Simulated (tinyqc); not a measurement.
Inside a calculation: quantum well in an electric field by finite differences. Values are carried at full precision from step to step, so a last printed digit may differ when a step is redone from the rounded ones.

Finite differences on points z_i at the centres of cells of width h: H_ii = (c/h^2)(1/m_(i-1/2) + 1/m_(i+1/2)) + V_i, H_(i,i+1) = -(c/h^2)/m_(i+1/2), where m_(i+1/2) is the mean of the masses at the two points (the end values are repeated outwards), psi = 0 on the points beyond both ends, c = hbar^2/2m0. The field adds e F (z - z0) with z0 the middle of the structure; 1 kV/cm = 1e-5 eV/angstrom.

Constants: hbar^2/2m0 = 3.80998211 eV angstrom^2.

Values chosen for the exercise (near those of a strained Si well in SiGe; not measured data): layers = ((24, 0.172, 0.937), (40, 0, 0.895), (24, 0.172, 0.937)) (each layer: thickness in angstrom, band edge in eV, mass in m0); F = 34 kV/cm (field along z); h = 8 angstrom (cell width of the coarse grid); hf = 0.5 angstrom (cell width of the fine grid).

## The coarse grid

List the points, the potential with the field, and the masses.

Grid:

| i | z (angstrom) | V (eV) | m (m0) |
|---|---|---|---|
| 1 | 4.0 | 0.1584 | 0.9370 |
| 2 | 12.0 | 0.1611 | 0.9370 |
| 3 | 20.0 | 0.1638 | 0.9370 |
| 4 | 28.0 | -0.0054 | 0.8950 |
| 5 | 36.0 | -0.0027 | 0.8950 |
| 6 | 44.0 | 0.0000 | 0.8950 |
| 7 | 52.0 | 0.0027 | 0.8950 |
| 8 | 60.0 | 0.0054 | 0.8950 |
| 9 | 68.0 | 0.1802 | 0.9370 |
| 10 | 76.0 | 0.1829 | 0.9370 |
| 11 | 84.0 | 0.1856 | 0.9370 |

## The tridiagonal Hamiltonian

Form the diagonal and the neighbouring elements; V in the grid already includes the field.

diagonal H_ii (eV): 0.2855  0.2882  0.2924  0.1261  0.1303  0.1330  0.1358  0.1369  0.3087  0.3099  0.3127

H_(i,i+1) (eV): -0.0635  -0.0635  -0.0650  -0.0665  -0.0665  -0.0665  -0.0665  -0.0650  -0.0635  -0.0635

## Lowest levels on the coarse grid

Diagonalise the symmetric tridiagonal matrix; give the three lowest levels and the weights u_i^2 (sum 1) of the two lowest.

levels (eV): 0.0144  0.0557  0.1147

weights on the points:
```
             1      2      3      4      5      6      7      8      9     10     11
level 1  0.000  0.000  0.008  0.132  0.272  0.299  0.205  0.079  0.004  0.000  0.000
level 2  0.000  0.002  0.025  0.278  0.163  0.006  0.240  0.265  0.020  0.001  0.000
```

## Halving the cell width

The same with h, h/2, ..., h/32. The end points move with h, since psi vanishes half a cell beyond the structure. Richardson value (4 E(h/32) - E(h/16))/3.

Convergence:

| cell (angstrom) | points | E1 (eV) | E2 (eV) | E1 - finest (meV) |
|---|---|---|---|---|
| 8.0000 | 11 | 0.01437 | 0.05574 | -2.006 |
| 4.0000 | 22 | 0.01580 | 0.06239 | -0.576 |
| 2.0000 | 44 | 0.01623 | 0.06427 | -0.148 |
| 1.0000 | 88 | 0.01634 | 0.06476 | -0.036 |
| 0.5000 | 176 | 0.01637 | 0.06488 | -0.007 |
| 0.2500 | 352 | 0.01638 | 0.06491 | 0.000 |

Richardson values of E1, E2 (eV): 0.01638  0.06492

The coarse grid is 2.0 meV too low in E1. The last differences between rows shrink by a factor 4.0 (4 for a pure h^2 error, 2 for one linear in h).

## Positions and dipoles on the fine grid

With h sum psi^2 = 1: <z - z0> of three levels, |z_12| and |z_13|, the mass m1 from 1/m1 = <1|1/m|1>, and f_1j = (m1/c)(E_j - E_1) z_1j^2.

levels (eV): 0.0164  0.0649  0.1379

<z - z0> (angstrom): -1.2  0.2  -0.6

|z_12|, |z_13| (angstrom): 9.24  0.29

m1 = 0.8958 m0

f_12, f_13: 0.973  0.002

Parity is broken, so the 1-3 transition is allowed, with 0.0025 times the strength of 1-2. E2 - E1 = 48.5 meV, a wavelength of 25.6 micrometre (hc = 1239.841984 eV nm).

## Checks

- E1 at zero field on the grid h/32 against transfer matrices between the same hard ends, eV: both 0.0166.

Computed by tinyqc, a small Python program: `OMP_NUM_THREADS=1 python tinyqc.py 1281610 1281611 out.jsonl` (the numbers bound the seed that draws the inputs); one thread of a shared host (Intel(R) Xeon(R) Processor @ 2.30GHz), about 0.01 s for the whole set of steps.
